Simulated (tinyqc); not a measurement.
Inside a calculation. Model: order-disorder in a binary alloy on two sublattices: Bragg-Williams and pair (quasi-chemical) approximations. Computed by tinyqc, a small Python program that keeps every step. Command: `OMP_NUM_THREADS=1 python tinyqc.py 3025138 3025139 out.jsonl order walk`. One thread of a shared host (Intel(R) Xeon(R) Processor @ 2.30GHz), about 0.01 s of CPU time with the checks. Intermediate numbers are printed to about 5 digits and carried at full precision; extremes and crossings named in words are read from the listed rows.

All z = 8 neighbours of a site lie on the other sublattice. B fills the sublattices with x + eta/2 and x - eta/2; energies are per site, from the pure components: u = -z w y with y the probability of an A-B bond taken in one order.

Inputs (values chosen for the exercise, for a model alloy): ordering energy w = (e_AA + e_BB)/2 - e_AB = 25.5 meV; fraction x of B = 0.5; temperature T = 792 K.

Lattice: bcc (B2 order, z = 8). Method: plain iteration, 400 steps.

scattering factors f_A, f_B (electrons): [25, 56]

Constants: k_B = 8.617333262e-05 eV/K.

## Critical temperatures

Bragg-Williams: k_B T_c = 2 z w x (1 - x). Pair approximation at x = 1/2: k_B T_c = w/ln(z/(z - 2)).

T_c, Bragg-Williams = 1183.7 K

T_c, pair approximation at x = 1/2 = 1028.6 K

At x = 1/2 the pair value is 0.869 of the Bragg-Williams one; the ratio tends to 1 as z grows.

## Long-range order, Bragg-Williams

Bragg-Williams: u = -z w [x (1 - x) + eta^2/4]; minimising f gives ln[a (1 - b)/(b (1 - a))] = 2 z w eta/(k_B T) =: ln Q, a = x + eta/2, b = x - eta/2. For given Q this is a quadratic for eta, (Q - 1) eta^2/4 - (Q + 1) eta/2 + (Q - 1) x (1 - x) = 0, smaller root: the map eta -> phi(eta). Plain iteration eta = phi(eta), 400 steps at most; start at 0.999 times 2x; stop when |phi - eta| < 1e-10.

Iteration:
```
step      eta  phi(eta)    phi - eta
1     0.99900   0.90388  -9.5120e-02
2     0.90388   0.87426  -2.9622e-02
3     0.87426   0.86341  -1.0846e-02
4     0.86341   0.85923  -4.1839e-03
5     0.85923   0.85758  -1.6454e-03
6     0.85758   0.85693  -6.5192e-04
7     0.85693   0.85667  -2.5906e-04
...       ...       ...          ...
18    0.85650   0.85650  -1.0313e-08
19    0.85650   0.85650  -4.1060e-09
20    0.85650   0.85650  -1.6348e-09
21    0.85650   0.85650  -6.5091e-10
22    0.85650   0.85650  -2.5916e-10
23    0.85650   0.85650  -1.0318e-10
24    0.85650   0.85650  -4.1083e-11
```

order parameter eta = 0.85650

last residual = 4.1083e-11

Converged: eta is 85.7 % of its largest value 2x.

## Energy, entropy and site fractions

a = x + eta/2, b = x - eta/2; u = -z w [x (1 - x) + eta^2/4]; s/k_B = [s2(a) + s2(b)]/2, s2(c) = -c ln c - (1 - c) ln(1 - c); gain on ordering = f(eta) - f(0), f = u - T s. Superlattice over fundamental intensity = [eta (f_B - f_A)/2]^2/[(1 - x) f_A + x f_B]^2.

B fraction on its own sublattice = 0.92825

B fraction on the A sublattice = 0.071750

energy u = -88.413 meV/site

entropy s = 0.25814 k_B/site

gain on ordering = -7.7244 meV/site

intensity ratio = 0.10745

The antisite fraction is 0.0717; the dilute estimate exp(-z w/(k_B T)) gives 0.0503.

## Short-range order at the Bragg-Williams T_c

Quasi-chemical disordered state, with T here the Bragg-Williams T_c and not the input T: y^2/[(1 - x - y)(x - y)] = exp(2 w/(k_B T)) =: E, so y = 2 x (1 - x)/(1 + r), r = sqrt(1 - 4 x (1 - x)(1 - 1/E)); Warren-Cowley alpha = 1 - y/(x (1 - x)); u = -z w y.

bond probability y = 0.28109

alpha of the disordered state at the Bragg-Williams T_c = -0.12435

energy of the disordered state = -57.342 meV/site

Short-range order already holds 12 % of the full ordering energy z w x^2, counted from the random alloy at -z w x (1 - x); Bragg-Williams puts none there.

## Both approximations at x = 1/2

At x = 1/2 the alloy is an Ising model with K = w/(2 k_B T). Bragg-Williams: eta = tanh(z K eta), neighbour correlation -eta^2. Pair: h = (z - 1) artanh(tanh K tanh h), eta = tanh(z h/(z - 1)), correlation -(tanh K + tanh^2 h)/(1 + tanh K tanh^2 h). T is given in units of the Bragg-Williams T_c at x = 1/2, z w/(2 k_B).

Order and neighbour correlation:
```
T/T_c   T (K)  eta, Bragg-Williams  correlation, Bragg-Williams  eta, pair  correlation, pair
0.30    355.1              0.99741                     -0.99483    0.99734           -0.99472
0.45    532.6              0.97398                     -0.94863    0.97096           -0.94434
0.55    651.0              0.93553                     -0.87521    0.92253           -0.85847
0.65    769.4              0.87207                     -0.76050    0.83171           -0.71522
0.75    887.7              0.77552                     -0.60143    0.66642           -0.50270
0.85   1006.1              0.62950                     -0.39627    0.28927           -0.20895
0.95   1124.5              0.37949                     -0.14401    0.00000           -0.13082
1.10   1302.0              0.00000                      0.00000    0.00000           -0.11315
1.50   1775.5              0.00000                      0.00000    0.00000           -0.08314
```

The pair approximation loses long-range order between T/T_c = 0.85 and 0.95, at 1029 K, and keeps a correlation of -0.083 in the last row. At its own T_c the correlation is -1/(z - 1) = -0.143, so the fewer the neighbours, the more of the ordering energy is released above T_c.

Checks made by the program: eta against bracketed root finding (relative difference below 1e-10).
